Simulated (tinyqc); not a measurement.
Inside a calculation. Method: Pariser-Parr-Pople SCF with singles CI, for the molecule C1=CC=CC=CC=C1 (SMILES; centres numbered as the heavy atoms are written). Computed by tinyqc, a small Python program that keeps every step. Settings: charge = 0, gamma = Ohno, start = huckel, damping = 0, iteration cap = 67, excitations kept = 6. Command: `OMP_NUM_THREADS=1 python tinyqc.py 20597 20598 out.jsonl` (the two numbers bound the seeds that draw the settings). One thread of a shared host (Intel(R) Xeon(R) Processor @ 2.60GHz), about 0.02 s of CPU time with the checks. Later iterations appear only in the table of the cycle.

## PPP integrals

Centres (angstrom, eV; a flat drawing with bonds scaled to 1.40 angstrom):
```
centre,x,y,core charge z,W,gamma_rr
1C,1.829000,0.000000,1,11.160000,11.130000
2C,1.293000,1.293000,1,11.160000,11.130000
3C,0.000000,1.829000,1,11.160000,11.130000
4C,-1.293000,1.293000,1,11.160000,11.130000
5C,-1.829000,0.000000,1,11.160000,11.130000
6C,-1.293000,-1.293000,1,11.160000,11.130000
7C,0.000000,-1.829000,1,11.160000,11.130000
8C,1.293000,-1.293000,1,11.160000,11.130000
```

Resonance integrals (eV):
```
i,j,beta
1,2,-2.390000
2,3,-2.390000
3,4,-2.390000
4,5,-2.390000
5,6,-2.390000
6,7,-2.390000
7,8,-2.390000
8,1,-2.390000
```

Ohno: gamma = 14.399645/sqrt(R^2 + a^2), a = 2 x 14.399645/(gamma_rr + gamma_ss); H_rr = -W_r - sum_(s != r) z_s gamma_rs; H_rs = beta for bonds.

repulsion gamma_rs (eV), lower triangle:
```
,1C,2C,3C,4C,5C,6C,7C,8C
1C,11.130000
2C,7.554751,11.130000
3C,4.978935,7.554751,11.130000
4C,3.979599,4.979854,7.554751,11.130000
5C,3.711199,3.979599,4.978935,7.554751,11.130000
6C,3.979599,3.711960,3.979599,4.979854,7.554751,11.130000
7C,4.978935,3.979599,3.711199,3.979599,4.978935,7.554751,11.130000
8C,7.554751,4.979854,3.979599,3.711960,3.979599,4.979854,7.554751,11.130000
```

core matrix H (eV), lower triangle:
```
,1C,2C,3C,4C,5C,6C,7C,8C
1C,-47.897770
2C,-2.390000,-47.900368
3C,0.000000,-2.390000,-47.897770
4C,0.000000,0.000000,-2.390000,-47.900368
5C,0.000000,0.000000,0.000000,-2.390000,-47.897770
6C,0.000000,0.000000,0.000000,0.000000,-2.390000,-47.900368
7C,0.000000,0.000000,0.000000,0.000000,0.000000,-2.390000,-47.897770
8C,-2.390000,0.000000,0.000000,0.000000,0.000000,0.000000,-2.390000,-47.900368
```

## Starting guess

pi electrons, sum of z_r less the charge = 8

Orbitals of the Hueckel matrix of the beta values.

P at the start, lower triangle:
```
,1C,2C,3C,4C,5C,6C,7C,8C
1C,1.240418
2C,0.672103,0.759582
3C,-0.240418,0.535004,1.240418
4C,-0.172103,0.240418,0.672103,0.759582
5C,0.240418,-0.035004,-0.240418,0.535004,1.240418
6C,-0.035004,-0.240418,-0.172103,0.240418,0.672103,0.759582
7C,-0.240418,-0.172103,0.240418,-0.035004,-0.240418,0.535004,1.240418
8C,0.535004,0.240418,-0.035004,-0.240418,-0.172103,0.240418,0.672103,0.759582
```

## Iteration 1: Fock matrix

F_rr = H_rr + P_rr gamma_rr / 2 + sum_(s != r) P_ss gamma_rs; F_rs = H_rs - P_rs gamma_rs / 2; E = tr P (H + F) / 2 + core repulsion sum_(r<s) z_r z_s gamma_rs.

F (eV), lower triangle:
```
,1C,2C,3C,4C,5C,6C,7C,8C
1C,-6.516916
2C,-4.928784,-4.673709
3C,0.598514,-4.410912,-6.516916
4C,0.342450,-0.598624,-4.928784,-4.673709
5C,-0.446120,0.069651,0.598514,-4.410912,-6.516916
6C,0.069651,0.446212,0.342450,-0.598624,-4.928784,-4.673709
7C,0.598514,0.342450,-0.446120,0.069651,0.598514,-4.410912,-6.516916
8C,-4.410912,-0.598624,0.069651,0.446212,0.342450,-0.598624,-4.928784,-4.673709
```

pi energy = -103.962061 eV

## Iteration 1: orbitals and new P

Diagonalise F (the basis is taken as orthonormal) and form P = 2 sum c c over the lowest orbitals.

orbital energies (eV): -14.524602  -12.509462  -12.509462  -8.279166  -2.911146  1.318746  1.318746  3.333848

P after iteration 1, lower triangle:
```
,1C,2C,3C,4C,5C,6C,7C,8C
1C,1.278065
2C,0.685067,0.721935
3C,-0.234129,0.520052,1.278065
4C,-0.167436,0.234129,0.685067,0.721935
5C,0.209302,-0.037866,-0.234129,0.520052,1.278065
6C,-0.037866,-0.209302,-0.167436,0.234129,0.685067,0.721935
7C,-0.234129,-0.167436,0.209302,-0.037866,-0.234129,0.520052,1.278065
8C,0.520052,0.234129,-0.037866,-0.209302,-0.167436,0.234129,0.685067,0.721935
```

## Iteration 2: Fock matrix

As before.

F (eV), lower triangle:
```
,1C,2C,3C,4C,5C,6C,7C,8C
1C,-6.661278
2C,-4.977756,-4.529445
3C,0.582857,-4.354431,-6.661278
4C,0.333164,-0.582964,-4.977756,-4.529445
5C,-0.388381,0.075346,0.582857,-4.354431,-6.661278
6C,0.075346,0.388460,0.333164,-0.582964,-4.977756,-4.529445
7C,0.582857,0.333164,-0.388381,0.075346,0.582857,-4.354431,-6.661278
8C,-4.354431,-0.582964,0.075346,0.388460,0.333164,-0.582964,-4.977756,-4.529445
```

pi energy = -104.076571 eV

## Iteration 2: orbitals and new P

As before.

orbital energies (eV): -14.523770  -12.521178  -12.521178  -8.359565  -2.830863  1.330376  1.330376  3.332912

P after iteration 2, lower triangle:
```
,1C,2C,3C,4C,5C,6C,7C,8C
1C,1.293949
2C,0.694361,0.706051
3C,-0.228881,0.508598,1.293949
4C,-0.168235,0.228881,0.694361,0.706051
5C,0.196127,-0.035246,-0.228881,0.508598,1.293949
6C,-0.035246,-0.196127,-0.168235,0.228881,0.694361,0.706051
7C,-0.228881,-0.168235,0.196127,-0.035246,-0.228881,0.508598,1.293949
8C,0.508598,0.228881,-0.035246,-0.196127,-0.168235,0.228881,0.694361,0.706051
```

## Convergence

Stop when output and input P, before any damping, agree to 1e-7.

Course of the cycle:
```
iteration,E (eV),largest |P(out) - P(in)|
1,-103.96206114,3.76e-02
2,-104.07657084,1.59e-02
3,-104.10284997,9.72e-03
4,-104.11219319,9.10e-03
5,-104.11857922,9.03e-03
6,-104.12491886,9.20e-03
7,-104.13185645,9.46e-03
8,-104.13955100,9.72e-03
9,-104.14804230,9.95e-03
10,-104.15732419,1.01e-02
11,-104.16735709,1.02e-02
...,...,...
57,-104.35993078,7.70e-04
58,-104.35996463,7.06e-04
59,-104.35999309,6.48e-04
60,-104.36001704,5.94e-04
61,-104.36003717,5.45e-04
62,-104.36005410,5.00e-04
63,-104.36006833,4.58e-04
64,-104.36008031,4.20e-04
65,-104.36009037,3.85e-04
66,-104.36009884,3.53e-04
67,-104.36010595,3.24e-04
```

Not converged within 67 iterations: the residual falls steadily but slowly, by a factor of about 0.92 a step. Reruns (cap 100 unless said): damping 0.5: not converged; the original settings with a cap of 400: converged in 161 (E = -104.36014).
